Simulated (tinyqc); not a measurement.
Three descriptions against temperature: one anharmonic mode: perturbation theory, self-consistent phonons and exact levels. Computed by tinyqc, a small Python program. Command: `OMP_NUM_THREADS=1 python tinyqc.py 3018453 3018454 out.jsonl scp walk`. One thread of a shared host (Intel(R) Xeon(R) Processor @ 2.30GHz), about 0.04 s of CPU time with the checks.

V(x) = k x^2/2 + b x^4 for one coordinate x of mass M. A constant K > 0 gives hbar Omega = sqrt((hbar^2/u) K/M) with K in eV/angstrom^2 and M in u.

Inputs (values chosen for the exercise, for a model mode): mode mass M = 117 u; harmonic constant k = -0.955 eV/angstrom^2; quartic constant b = 12.8 eV/angstrom^4.

Shape: double well.

Constants: hbar^2/u = 4.18015928e-03 eV angstrom^2; k_B = 8.617333262e-05 eV/K.

Method:
- Self-consistent phonon, centred at x = 0: K = k + 12 b <x^2>, <x^2> = (hbar Omega/(2K)) coth(hbar Omega/(2 k_B T)).
- Its free energy is F = k_B T ln[2 sinh(hbar Omega/(2 k_B T))] + (k - K)<x^2>/2 + 3 b <x^2>^2, an upper bound to the exact one.
- Basis: oscillator states n of the constant |k|, with x = s (a + a+), s^2 = hbar Omega/(2|k|); H = hbar Omega (n + 1/2) + (k - |k|) x^2/2 + b x^4, with exact matrix elements of x^2 and x^4.
- Exact values use 120 basis states: F = -k_B T ln sum exp(-E_n/(k_B T)), and <x^2> is the Boltzmann mean.
- The classical <x^2> is int x^2 exp(-V/(k_B T)) dx / int exp(-V/(k_B T)) dx (2001 points over six exact widths each way).

Results:

| T (K) | hbar Omega, self-consistent (meV) | <x^2>, self-consistent | <x^2>, exact | F, self-consistent (meV) | F, exact (meV) | <x^2>, classical |
|---|---|---|---|---|---|---|
| 3.4 | 2.4458 | 0.0073075 | 0.011594 | -0.82771 | -1.4700 | 0.018328 |
| 8.1 | 2.5445 | 0.0073972 | 0.012372 | -0.84744 | -1.5738 | 0.017781 |
| 17 | 2.9728 | 0.0078278 | 0.013343 | -1.0730 | -2.0031 | 0.016612 |
| 31 | 3.5757 | 0.0085473 | 0.014037 | -1.8299 | -2.9604 | 0.015673 |
| 54 | 4.3062 | 0.0095965 | 0.014836 | -3.7323 | -5.0705 | 0.015558 |
| 95 | 5.2055 | 0.011155 | 0.016160 | -8.3475 | -9.9746 | 0.016443 |
| 160 | 6.1701 | 0.013155 | 0.018097 | -17.616 | -19.654 | 0.018209 |
| 270 | 7.2711 | 0.015851 | 0.020935 | -36.616 | -39.301 | 0.020977 |

The self-consistent quantum hardens from 2.45 to 7.27 meV, since a wider spread samples the steep quartic walls, and it is real at all T although k is negative. Its <x^2> misses by -37.0 % at the lowest T and -24.3 % at the highest; the excess in F runs from 0.642 to 2.685 meV. One Gaussian centred at zero cannot describe a density with two peaks, so it is poorest at low T. The classical value is 1.58 of the exact one at the lowest T and 1.002 at the highest.

Extremes, crossings and ranges named in words are read from the listed rows.
